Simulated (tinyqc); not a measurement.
# Step height from the transmission

Inverse problem. A single step up from edge 0 (mass mL) to edge U (mass mS) transmits T(E) = 4 vL vR/(vL + vR)^2 with v = k/m, k = sqrt(m (E - edge)/C), C = hbar^2/(2 m0). It is known that vR < vL. Find vR/vL and U.

Parameters, values chosen for the exercise:

| symbol | value | unit | meaning |
|---|---|---|---|
| mL | 0.34 | m0 | mass in the left lead |
| E | 0.896 | eV | electron energy |
| mS | 0.44 | m0 | mass beyond the step |

T(E) = 0.67066908

Solution. The reflection amplitude is sqrt(1 - T(E)) = (1 - y)/(1 + y) with y = vR/vL < 1, and y^2 = (E - U) mL/(E mS).

vR/vL = 0.271
U = 0.811 eV

tinyqc, about 0.01 s, one thread, Intel Xeon 2.30GHz (shared host): `OMP_NUM_THREADS=1 python tinyqc.py 2560005 2560006 out.jsonl`
